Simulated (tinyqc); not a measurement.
The coupled modes against doping: free-carrier optics of a doped semiconductor (Drude model with one polar phonon).

eps(E) = ei [1 - Ep^2/(E^2 + i E Gam)] + (es - ei) wT^2/(wT^2 - E^2 - i E gT), with Ep^2 = 8 pi c (e^2/(4 pi eps0)) N/(m ei), c = hbar^2/2m0, N in 1/angstrom^3 (1e-24 per 1/cm^3); Gam = hbar/tau, tau = mu m m0/e with m0/e = 5.685630e-12 kg/C and mu in m^2/(V s). Energies in meV.

Constants: hbar^2/2m0 = 3.80998211 eV angstrom^2; e^2/(4 pi eps0) = 14.39964547 eV angstrom.

Inputs chosen for the exercise (mass and dielectric values near those of GaSb; N and mu are free inputs; interband absorption and the rise of the mass with filling are left out; not measured data): m = 0.0374 m0 (conductivity mass); ei = 14.43 (high-frequency dielectric constant); wT = 27.7 meV (TO phonon); es = 15.52 (static dielectric constant).

L-, L+ solve E^4 - (wL^2 + Ep^2) E^2 + Ep^2 wT^2 = 0, wL = wT sqrt(es/ei); damping left out; energies in meV.

Modes:
```
N (1/cm^3)      Ep     L-      L+  Ep sqrt(ei/es)
1.0e+16       5.05   4.87   28.76            4.87
3.0e+16       8.75   8.41   28.83            8.44
1.0e+17      15.98  15.19   29.16           15.41
2.0e+17      22.60  20.86   30.02           21.80
3.0e+17      27.69  24.15   31.76           26.70
6.0e+17      39.15  26.77   40.52           37.75
1.0e+18      50.55  27.27   51.35           48.74
3.0e+18      87.55  27.58   87.92           84.42
1.0e+19     159.84  27.67  160.03          154.13
```

wL = 28.73 meV

At low density L- follows Ep sqrt(ei/es) (4.87 against 4.87), a plasmon screened by the lattice, and L+ starts at wL. At the highest density L- has come within 0.03 meV of wT, since the carriers screen the field that lifts wL, and L+ is within 0.19 meV of Ep. The branches are closest, 7.61 meV, at 3e+17 1/cm^3 of those listed. The mass is held fixed, while in a real band it rises with filling.

(tinyqc, `OMP_NUM_THREADS=1 python tinyqc.py 1682498 1682499 out.jsonl`, Intel(R) Xeon(R) Processor @ 2.30GHz, 1 thread, shared host, about 0.01 s.)
